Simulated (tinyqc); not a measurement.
From results back to parameters: Shockley-Read-Hall recombination through one deep level. Five cases, with inputs chosen for the exercise.

Problem. Deep-level transient spectroscopy: the emission rate is en = gam sigma T^2 exp(-dE/kB T), dE = Ec - Et. Two rates were computed from hidden dE and sigma.

Constants: kB = 8.617333262e-05 eV/K.

Case 1.

Values chosen (out of a larger set: gap and densities of states near those of Ge at this temperature; not measured data): gam = 1.4e+21 1/(cm^2 s K^2) (vth Nc/T^2, which does not depend on T); T1 = 113 K; T2 = 126 K.

en(T1) = 6.15259 1/s
en(T2) = 91.2870 1/s

Case 2.

Values chosen (out of a larger set: gap and densities of states near those of Si at this temperature; not measured data): gam = 5.9e+21 1/(cm^2 s K^2) (vth Nc/T^2, which does not depend on T); T1 = 156 K; T2 = 176 K.

en(T1) = 1.79331 1/s
en(T2) = 35.0121 1/s

Case 3.

Values chosen (out of a larger set: gap and densities of states near those of GaN at this temperature; not measured data): gam = 4.5e+20 1/(cm^2 s K^2) (vth Nc/T^2, which does not depend on T); T1 = 364 K; T2 = 423 K.

en(T1) = 25.4073 1/s
en(T2) = 972.031 1/s

Case 4.

Values chosen (out of a larger set: gap and densities of states near those of GaAs at this temperature; not measured data): gam = 7.1e+19 1/(cm^2 s K^2) (vth Nc/T^2, which does not depend on T); T1 = 89 K; T2 = 103 K.

en(T1) = 0.00319554 1/s
en(T2) = 0.113593 1/s

Case 5.

Values chosen (out of a larger set: gap and densities of states near those of Si at this temperature; not measured data): gam = 4.6e+21 1/(cm^2 s K^2) (vth Nc/T^2, which does not depend on T); T1 = 199 K; T2 = 233 K.

en(T1) = 1.84778 1/s
en(T2) = 83.6631 1/s

Find: ln(en/T^2) at T1 and T2; dE; sigma.

Solution. ln(en/T^2) against 1/T is a line of slope -dE/kB and intercept ln(gam sigma); plotting ln en alone would overstate dE by about 2 kB T.

Case 1.

ln(en/T^2) at T1 and T2: -7.6379  -5.1586

dE = 0.234 eV
sigma = 9.4e-15 cm^2

Case 2.

ln(en/T^2) at T1 and T2: -9.5157  -6.7853

dE = 0.323 eV
sigma = 3.4e-16 cm^2

Case 3.

ln(en/T^2) at T1 and T2: -8.5593  -5.2154

dE = 0.752 eV
sigma = 1.1e-14 cm^2

Case 4.

ln(en/T^2) at T1 and T2: -14.7233  -11.4446

dE = 0.185 eV
sigma = 1.7e-16 cm^2

Case 5.

ln(en/T^2) at T1 and T2: -9.9726  -6.4753

dE = 0.411 eV
sigma = 2.6e-16 cm^2

Computed by tinyqc, one run a case: `OMP_NUM_THREADS=1 python tinyqc.py N N+1 out.jsonl` with N = 1680375, 1680399, 1680419, 1680459, 1680463; one thread of a shared Intel(R) Xeon(R) Processor @ 2.30GHz, about 0.01 s a run at most.
